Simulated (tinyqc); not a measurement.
States in the gap of a film: thin (001) film in sp3s* tight binding with raised dangling bonds.

Planes alternate anion (a), cation (c) along [001], a/4 apart, starting with an anion; zero in-plane momentum; levels counted from the bulk Ev, the lower root of [[Epa, Vxx], [Vxx, Epc]]; no spin-orbit coupling. Block of s, pz, s*: from an anion to the cation above, Vss/2 (s,s), Vsapc/2 (s,z), -Vscpa/2 (z,s), Vxx/2 (z,z), Vxapc/2 (s*,z), -Vpaxc/2 (z,s*); to the cation below the same with the s-z and s*-z signs reversed. Block of u = (px + py)/sqrt2 and v = (px - py)/sqrt2: to the cation above (Vxx + Vxy)/2 for u and (Vxx - Vxy)/2 for v, to the cation below the reverse. Each surface atom has two dangling sp3 hybrids; raising both by dl adds (dl/2) [[1, t], [t, 1]] to its s, pz levels (t = -1 at the bottom face, +1 at the top) and dl to the one of u, v in whose plane the missing bonds lie (v for a bottom anion or a top cation, u for a top anion).

Parameters, chosen for this exercise (out of a larger set: near a published set for Si, fitted to gaps, whose masses and valley positions are rough; not measured data): p = (-4.224, 1.706, -4.224, 1.706, 6.656, 6.656, -8.302, 1.714, 4.585, 5.688, 5.688, 5.403, 5.403) eV (order Esa, Epa, Esc, Epc, Exa, Exc, Vss, Vxx, Vxy, Vsapc, Vscpa, Vxapc, Vpaxc); Nw = 25 (planes in the thicker film).

edges (eV): Gamma 3.42800, Delta 1.11799

Levels between 0 and the lower bulk edge, the largest weight on the two outer planes of both faces among them, and the nearest levels outside, for several shifts dl.

Film of Nw planes:
```
dl (eV)  levels in the gap       at (eV)  surface weight  next above (eV)  next below (eV)
0                        2  0.256, 0.288            0.71           1.1596          -0.0750
1                        2  0.723, 0.730            0.81           1.1620          -0.0729
2                        0             -               -           1.1274          -0.0716
3                        0             -               -           1.1533          -0.0708
5                        0             -               -           1.1559          -0.0698
10                       0             -               -           1.1568          -0.0686
30                       0             -               -           1.1572          -0.0674
100                      0             -               -           1.1573          -0.0670
```

Can the levels of the bare film be read as confined subbands?

No: with bare surfaces (dl = 0) 2 levels lie in the bulk gap, with up to 71 % of the weight on the four outer planes, two a face, where an even spread gives 16 %; these are dangling-bond states, not subbands. The reruns show the bulk gap clear from dl = 2 eV on, and at dl = 30 eV the next level above lies -0.1 meV from its value at 100 eV. At dl = 2 eV the next level above is more than 20 meV from its value at 100 eV, so the surface still acts on it.

Run: tinyqc, `OMP_NUM_THREADS=1 python tinyqc.py 1481355 1481356 out.jsonl`; Intel(R) Xeon(R) Processor @ 2.30GHz, one thread, shared host; about 0.4 s of CPU time with all checks.
